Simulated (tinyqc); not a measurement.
Ways to converge the cycle: SCF convergence aids in the sto-6g basis, for H3+, spin multiplicity 1. Computed by the program tinyqc with PySCF. RHF with one setting changed at a time; a run stops when the energy changes by less than 1e-09 hartree and the error matrix is below 1e-5. The start is the core Hamiltonian. Damping d keeps d of the old density; a shift (hartree) raises the virtual levels; DIIS n extrapolates F over n matrices.

Geometry (angstrom):

| atom | x | y | z |
|---|---|---|---|
| H | 0.0000 | 0.0000 | 0.0000 |
| H | 0.0000 | 0.0000 | 1.1090 |
| H | 0.0000 | 0.9640 | 0.5480 |

lowest restricted solution found by these runs and by PySCF = -1.237990 hartree

Largest element of the error matrix X^T (FDS - SDF) X:

| iteration | plain | damping 0.3 | damping 0.6 | shift 0.4 | DIIS 3 | DIIS 8 |
|---|---|---|---|---|---|---|
| 1 | 1.7e-03 | 1.7e-03 | 1.7e-03 | 1.7e-03 | 1.7e-03 | 1.7e-03 |
| 2 | 2.1e-04 | 6.7e-04 | 1.1e-03 | 6.6e-04 | 2.1e-04 | 2.1e-04 |
| 3 | 2.4e-05 | 2.6e-04 | 7.3e-04 | 2.5e-04 | 4.4e-08 | 4.4e-08 |
| 4 | 2.9e-06 | 9.8e-05 | 4.7e-04 | 9.6e-05 | 6.4e-10 | 6.4e-10 |
| 5 | - | 3.7e-05 | 3.1e-04 | 3.7e-05 | - | - |
| 6 | - | 1.4e-05 | 2.0e-04 | 1.4e-05 | - | - |
| 8 | - | 2.1e-06 | 8.3e-05 | - | - | - |
| 10 | - | - | 3.5e-05 | - | - | - |
| 14 | - | - | 6.1e-06 | - | - | - |

How each run ends:

| run | iterations | E (hartree) | state |
|---|---|---|---|
| plain | 4 | -1.23799 | lowest found |
| damping 0.3 | 9 | -1.23799 | lowest found |
| damping 0.6 | 17 | -1.23799 | lowest found |
| shift 0.4 | 7 | -1.23799 | lowest found |
| DIIS 3 | 4 | -1.23799 | lowest found |
| DIIS 8 | 4 | -1.23799 | lowest found |

What does the comparison show, and why?

6 of 6 runs reach the lowest restricted solution found, in 4 to 17 iterations (fastest: plain, DIIS 3, DIIS 8). Plain steps already contract here, so damping only slows them.
